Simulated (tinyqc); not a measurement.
# Keating valence-force model of a tetrahedral crystal, step by step

A worked calculation. Computed by tinyqc, a small Python program that keeps every step. Command: `OMP_NUM_THREADS=1 python tinyqc.py 3002567 3002568 out.jsonl keating walk`. One thread of a shared host (Intel(R) Xeon(R) Processor @ 2.30GHz), about 0.05 s of CPU time with the checks. Intermediate numbers are printed to about 7 digits and carried at full precision; extremes and crossings named in words are read from the listed rows.

Atom A sits at 0 and atom B at a/4 (1,1,1) of an fcc lattice; the four bonds from A are t = a/4 (1,1,1), a/4 (1,-1,-1), a/4 (-1,1,-1), a/4 (-1,-1,1), of length d = sqrt(3) a/4. Energy: E = (3 alpha/(8 d^2)) sum over bonds (r.r - d^2)^2 + (3 beta/(8 d^2)) sum over pairs of bonds at one atom (r_i.r_j + d^2/3)^2, with beta_A for the six pairs at A and beta_B for the six at B. The cell holds two atoms, Omega = a^3/4. 1 N/m = 1 J/m^2. With constants fitted to the elastic moduli this model puts optical and zone-boundary frequencies of real crystals too high, by up to about 20 % in elemental crystals and up to about 50 % in compounds, and mostly by more for TA modes; in compounds the lattice part of the static dielectric constant then comes out too low.

Inputs (values chosen for the exercise, modelled on zinc sulfide):

| quantity | value | unit |
|---|---|---|
| lattice constant a | 5.41 | angstrom |
| mass M_A | 65.38 | u |
| mass M_B | 32.06 | u |
| bond stretching alpha | 45.9 | N/m |
| bond bending beta_A | 4.99 | N/m |
| bond bending beta_B | 4.99 | N/m |
| Born charge Z* | 2.12 | e |
| eps_inf | 5.2 | - |
| mesh divisions n | 8 | - |
| temperature T | 77 | K |

Structure: zinc blende.

wave vector q (2 pi/a): 0.41  0.4  0.28

Constants: 1 eV/angstrom^2 = 16.02176634 J/m^2; nu for 1 eV/(angstrom^2 u) = 15.6333042 THz; 1 THz = 33.35640952 1/cm; e^2/(4 pi eps_0) = 14.39964548 eV angstrom; u = 1.6605390666e-27 kg; h x 1 THz = 4.135667696 meV; k_B = 8.617333262e-05 eV/K.

## Dynamical matrix at q

With displacements u exp(i q.r), each bracket changes by g.u, where g = (g_A, g_B): bond t, g = (-2 t, 2 t exp(i q.t)); pair (i, j) at A, g = (-(t_i + t_j), t_i exp(i q.t_j) + t_j exp(i q.t_i)); pair at B, g = (-t_i exp(-i q.t_j) - t_j exp(-i q.t_i), t_i + t_j). Then D_mn = sum over the 4 bonds and 12 pairs of (4 k/a^2) conj(g_m) g_n / sqrt(M_m M_n), with k = alpha or beta converted to eV/angstrom^2. Only the short-range forces enter; the Coulomb field of the charges is left out.

D(q) (eV/(angstrom^2 u)), lower triangle (Hermitian):
```
                       A x                    A y                    A z                   B x
A x              0.1987730
A y   0.0043507-0.0001102i              0.1985906
A z   0.0035248-0.0016239i   0.0034909-0.0015023i              0.1977177
B x  -0.1624500-0.0417000i   0.0712384+0.0614520i   0.0461394+0.0948807i             0.4053580
B y   0.0712384+0.0614520i  -0.1624500-0.0417000i   0.0446475+0.0980513i  0.0088723+0.0002248i
B z   0.0461394+0.0948807i   0.0446475+0.0980513i  -0.1624500-0.0417000i  0.0071880+0.0033116i

                      B y        B z
B y             0.4049861
B z  0.0071189+0.0030637i  0.4032060
```

## Frequencies at q

Diagonalise the Hermitian matrix D. An eigenvalue lambda of D in eV/(angstrom^2 u) gives nu = 15.6333042 THz x sqrt(lambda). The weight on A is the sum of |e|^2 over the three components of atom A.

frequencies (THz): 2.24482  2.48542  5.81267  10.89029  11.79443  11.80336

weights on atom A: 0.6838105  0.6869055  0.8068479  0.1943734  0.3120600  0.3160027

The top mode has 32 % of its weight on A, the heavier atom.

## Elastic constants and internal strain

beta = (beta_A + beta_B)/2; C11 = (alpha + 3 beta)/a, C12 = (alpha - beta)/a, C44 = 4 alpha beta/(a (alpha + beta)); with the two sublattices clamped C44(0) = (alpha + beta)/a; internal-strain parameter zeta = (alpha - beta)/(alpha + beta); B = (C11 + 2 C12)/3.

C11 = 112.5139 GPa

C12 = 75.61922 GPa

C44 = 33.27695 GPa

clamped C44(0) = 94.06654 GPa

internal-strain parameter zeta = 0.8038907

bulk modulus B = 87.91744 GPa

Letting the sublattices shift lowers C44 by 65 %, which is zeta^2. With zeta near 1 a shear keeps the bond lengths and bends the angles. The model fixes 2 C44 (C11 + C12)/((C11 - C12)(C11 + 3 C12)) = 1.000 whatever alpha and beta are.

## Optical mode at the zone centre

beta = (beta_A + beta_B)/2; mu = M_A M_B/(M_A + M_B); lambda = 4 (alpha + beta)/mu with the springs in eV/angstrom^2; nu = 15.6333042 THz x sqrt(lambda).

reduced mass mu = 21.51152 u

nu_TO at G = 12.01451 THz

the same as a wavenumber = 400.7611 1/cm

## LO-TO splitting

The long-range field adds 4 pi Z*^2 (e^2/(4 pi eps_0))/(eps_inf Omega mu) to lambda for the longitudinal mode at q -> 0; lambda = (nu/15.6333042 THz)^2; eps_0 = eps_inf (nu_LO/nu_TO)^2 (Lyddane-Sachs-Teller; here eps_0 is the static dielectric constant).

nu_LO at G = 13.75632 THz

static dielectric constant = 6.817035

The splitting is 14.5 % of nu_TO, and the lattice adds 1.62 to the dielectric constant.

## Frequencies at the zone boundary

The formulas are those given above.

Frequencies (THz) at points given in 2 pi/a:

| point | nu 1 | nu 2 | nu 3 | nu 4 | nu 5 | nu 6 |
|---|---|---|---|---|---|---|
| X (1, 0, 0) | 3.510826 | 3.510826 | 7.221565 | 10.31269 | 11.49011 | 11.49011 |
| L (0.5, 0.5, 0.5) | 2.492042 | 2.492042 | 6.626768 | 10.53803 | 11.75322 | 11.75322 |
| W (1, 0.5, 0) | 3.868465 | 3.946699 | 6.891589 | 9.84147 | 11.55115 | 11.78476 |
| K (0.75, 0.75, 0) | 3.247483 | 4.202830 | 6.894567 | 9.98218 | 11.56730 | 11.73477 |

At X the two longitudinal modes are split (7.22 and 10.31 THz) because each moves one sublattice alone.

## Lowest frequency at X

Take the lowest frequency at X = (1, 0, 0) 2 pi/a, the transverse acoustic (TA) mode.

TA frequency at X = 3.510826 THz

## Transverse acoustic branch against its sound line

The sound line is nu = v q/(2 pi) with v = sqrt(C44/rho), rho = (M_A + M_B)/Omega; the clamped line uses C44(0).

Frequencies (THz) along G-X:

| q (2 pi/a) | lowest branch | sound line, relaxed C44 | sound line, clamped C44(0) | third-lowest frequency | highest frequency |
|---|---|---|---|---|---|
| 0.05 | 0.263497 | 0.263704 | 0.443367 | 0.484658 | 12.01162 |
| 0.15 | 0.785494 | 0.791113 | 1.330100 | 1.448248 | 11.98881 |
| 0.30 | 1.536940 | 1.582226 | 2.660200 | 2.857643 | 11.91580 |
| 0.45 | 2.218740 | 2.373339 | 3.990300 | 4.187696 | 11.80787 |
| 0.60 | 2.792850 | 3.164452 | 5.320400 | 5.391346 | 11.68540 |
| 0.75 | 3.219781 | 3.955564 | 6.650500 | 6.398876 | 11.57504 |
| 0.90 | 3.463253 | 4.746677 | 7.980600 | 7.073192 | 11.50454 |
| 1.00 | 3.510826 | 5.274086 | 8.867334 | 7.221565 | 11.49011 |

At small q the branch follows the relaxed line (0.999 of it, against 0.594 of the clamped one): in a long shear wave the sublattices shift against each other. At X it reaches 67 % of the relaxed line. Real tetrahedral semiconductors have flatter TA branches than a Keating model fitted to their elastic constants, which needs longer-ranged terms to mend.

## Thermal sums on a mesh

Mesh: q = sum_i (m_i + 1/2)/n b_i, m_i = 0..n-1, with b = [[-1, 1, 1], [1, -1, 1], [1, 1, -1]] in 2 pi/a; sums over the six modes are averaged over the n^3 points and halved, per atom. With x = h nu/(k_B T) and n = 1/(exp(x) - 1) for each mode: F = k_B T [x/2 + ln(1 - exp(-x))], U = k_B T x (n + 1/2), S/k_B = x n - ln(1 - exp(-x)), C/k_B = x^2 n (n + 1). The acoustic share counts the three lowest modes at each q; zero-point energy = sum h nu/2.

free energy F = 46.09446 meV/atom

entropy S = 0.6379514 k_B/atom

heat capacity C = 0.9990221 k_B/atom

acoustic share of C = 0.9341616

zero-point energy = 47.54931 meV/atom

C is 33 % of the classical value; the optical modes are still largely frozen out.

Checks made by the program: slopes of the acoustic branches along [110] against C11, C12 and the relaxed C44 (relative difference 9e-07); zone-centre optical mode against D(q = 0) (relative difference below 1e-10); longitudinal modes at X against the diagonal of D (relative difference below 1e-10).
